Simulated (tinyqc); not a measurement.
Worked calculation: coherent transport through a tight-binding region between two chains. Computed by tinyqc, a small Python program that keeps every step. Settings: temperature = 4, mu = -0.09. Command: `OMP_NUM_THREADS=1 python tinyqc.py 30684 30685 out.jsonl` (the two numbers bound the seeds that draw the settings). One thread of a shared host (Intel(R) Xeon(R) Processor @ 2.60GHz), about 0.07 s of CPU time with the checks.

## Transmission at E = 0.42 eV

H of the central region (eV), lower triangle:
```
           1          2          3         4
1   0.000000
2  -1.340000   0.000000
3   0.000000  -1.340000   0.000000
4  -1.340000   0.000000  -1.340000  0.000000
```

Leads: semi-infinite chains with site energy 0:
```
parameter                           value
lead hopping t (eV)              1.710000
coupling to the left lead (eV)   0.930000
coupling to the right lead (eV)  0.440000
left contact site                       1
right contact site                      2
```

E = 0.420000 eV

Surface Green function g = (E - i sqrt(4 t^2 - E^2)) / (2 t^2); self-energy tc^2 g on each contact site; G = (E - H - Sigma)^(-1); Gamma = -2 Im Sigma; T = Gamma_L Gamma_R |G_LR|^2; local density of states -Im G_ii / pi.

g = 0.071817-0.580369i 1/eV

G (1/eV), lower triangle:
```
                     1                    2                   3                   4
1   0.893963-0.564665i
2   0.135254-0.111979i   1.148145-0.166716i
3  -0.944342+0.587260i   0.249082+0.066231i  0.874410-0.628217i
4   0.160734-0.072088i  -1.226215+0.145957i  0.223118+0.130673i  1.156283-0.186915i
```

local density of states (1/eV): 0.179738  0.053067  0.199968  0.059497

transmission = 0.006956

## Transmission across the band

The same steps on a grid of energies.

T(E):
```
E (eV)              T
-3.24900000  0.008395
-2.92410000  0.223168
-2.59920000  0.146402
-2.27430000  0.042696
-1.94940000  0.023591
-1.62450000  0.016497
-1.29960000  0.012944
-0.97470000  0.010760
-0.64980000  0.008900
-0.32490000  0.005645
0.00000000          0
0.32490000   0.005645
0.64980000   0.008900
0.97470000   0.010760
1.29960000   0.012944
1.62450000   0.016497
1.94940000   0.023591
2.27430000   0.042696
2.59920000   0.146402
2.92410000   0.223168
3.24900000   0.008395
```

levels of the isolated region (eV): -2.680000  0.000000  0.000000  2.680000

## Current

I = (2e/h) int T(E) [f(E - mu - V/2) - f(E - mu + V/2)] dE at 4 K with mu = -0.09 eV, the bias not changing H; 2e^2/h = 77.48092 microsiemens; the integral runs over the band on 4001 points.

Current:
```
V (volt)  I (microampere)
0.010000         0.000522
0.050000         0.002682
0.100000         0.005782
0.200000         0.014844
0.400000         0.048594
0.800000         0.201023
```
